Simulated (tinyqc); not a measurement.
# Thin film between two gates, subbands and threshold shift from confinement: confinement against the film thickness

Undoped body with a flat potential across it, hard walls, transport along x. Three valley pairs (g = 2 each) with the longitudinal mass along x, y or z. Non-parabolicity enters the subband edges through E (1 + al E) = gamma, so E = 2 gamma/(1 + sqrt(1 + 4 al gamma)); motion within a subband is taken as parabolic with the band-edge mass. Energies are counted from the bulk band edge.

gamma = C (pi k/(t + dl))^2/mz, C = hbar^2/(2 m0). Each subband has N_k = g sqrt(mx my) m0 kB T/(pi hbar^2); without degeneracy n = exp(EF/Vt) sum N_k exp(-E_k/Vt). Classical value Nc times t, Nc = sum over valleys of 2 g (m m0 kB T/(2 pi hbar^2))^1.5 with m = (mx my mz)^(1/3). Threshold shift dVT = Vt ln(classical value/sum N_k exp(-E_k/Vt)). With degeneracy n = sum N_k F((EF - E_k)/Vt), F(x) = ln(1 + exp(x)); gate: Vg = EF + q n/(Cg P), P = 2 (both faces), summed over the 60 lowest subbands at most, with Vg counted from the value that would put EF at the bulk band edge of an empty body. The last two columns are for Vg = 0.5 V; sensitivity d(dVT)/dt by central differences between 0.99 and 1.01 times the value.

Values chosen for this exercise; masses close to those of silicon: temperature T = 200 K; longitudinal mass ml = 0.908 m0; transverse mass mt = 0.19 m0; non-parabolicity al = 0 1/eV; widening of the box by penetration into the insulator dl = 0 nm; gate capacitance per area of interface Cg = 3.2 uF/cm^2.

Constants: q = 1.602176634e-19 C, kB = 1.380649e-23 J/K, hbar = 1.054571817e-34 J s, m0 = 9.1093837015e-31 kg, Vt = kB T/q, hbar^2/(2 m0) = 0.0380998212 eV nm^2. Results are converted to the units shown.

Result of one run:
```
t (nm),E_1 (meV),gap to the next edge (meV),dVT (mV),sensitivity (mV/nm),n/P (cm^-2),share of the lowest subband (%)
11,3.423,10.27,10.31,-1.281,9.557e12,19.33
```

What becomes of these results when the film thickness (along z) t is changed from 11 to 2 nm, all else the same?

Result of the changed run:
```
t (nm),E_1 (meV),gap to the next edge (meV),dVT (mV),sensitivity (mV/nm),n/P (cm^-2),share of the lowest subband (%)
2,103.5,310.6,104.9,-94.94,6.329e12,100.0
```

The whole series:
```
t (nm),E_1 (meV),gap to the next edge (meV),dVT (mV),sensitivity (mV/nm),n/P (cm^-2),share of the lowest subband (%)
2,103.5,310.6,104.9,-94.94,6.329e12,100.0
2.7,56.81,170.4,63.38,-35.71,7.077e12,99.77
3.6,31.95,95.86,43.35,-13.44,7.700e12,85.23
4.7,18.75,56.24,33.07,-7.093,8.418e12,56.86
6.3,10.43,31.30,23.36,-5.154,8.980e12,36.75
8.4,5.869,17.61,15.22,-2.739,9.328e12,25.84
11,3.423,10.27,10.31,-1.281,9.557e12,19.33
15,1.841,5.522,6.906,-0.5664,9.769e12,13.85
20,1.035,3.106,4.904,-0.2837,9.935e12,10.18
```

As t grows from 2 to 20 nm, E_1 falls from 104 to 1.04 meV and dVT falls from 105 to 4.90 mV. E_1 goes as t^(-2.00) at the thin end (-2 for a parabolic band without penetration); a thickness error of 0.2 nm moves the threshold by 19 mV in the first row and 0.057 mV in the last. The charge per interface area rises from 6.33e12 to 9.93e12 cm^-2. For t = 2, 2.7 the body is too thin for bulk effective masses to be reliable. In every row the charge in the last two columns would bend the potential across the body noticeably, which is left out.

Computed by the program tinyqc: `OMP_NUM_THREADS=1 python tinyqc.py 2350030 2350031 out.jsonl`, one thread of a shared Intel Xeon 2.30GHz, about 0.07 s for the whole run.
